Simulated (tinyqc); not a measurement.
Segment and feed resistance from two drops.

Inverse problem. A rail is fed at one end through Rq; K loads of Ij follow, each after a segment Rs. The drop at load j is K Ij Rq + Rs Ij sum_(l=1..j) (K - l + 1). Find Rs, Rq and the worst drop, at the middle, if the rail were fed through Rq at both ends: K Ij Rq/2 + Rs Ij K^2/8 with the load taken as continuous.

Values chosen for this exercise: number of equal loads K = 11; current of each load Ij = 2.4 mA.

drops at the first and at the last load (mV): [7.8936000, 18.321600]

Solution. The difference of the two drops is Rs Ij K (K - 1)/2, which gives Rs; the first drop then gives Rq.

Rs = 0.07900 ohm
Rq = 0.2200 ohm
drop at the middle with two feeds = 5.772 mV

tinyqc, about 0.3 s, one thread, Intel Xeon 2.30GHz (shared host): `OMP_NUM_THREADS=1 python tinyqc.py 2770192 2770193 out.jsonl`
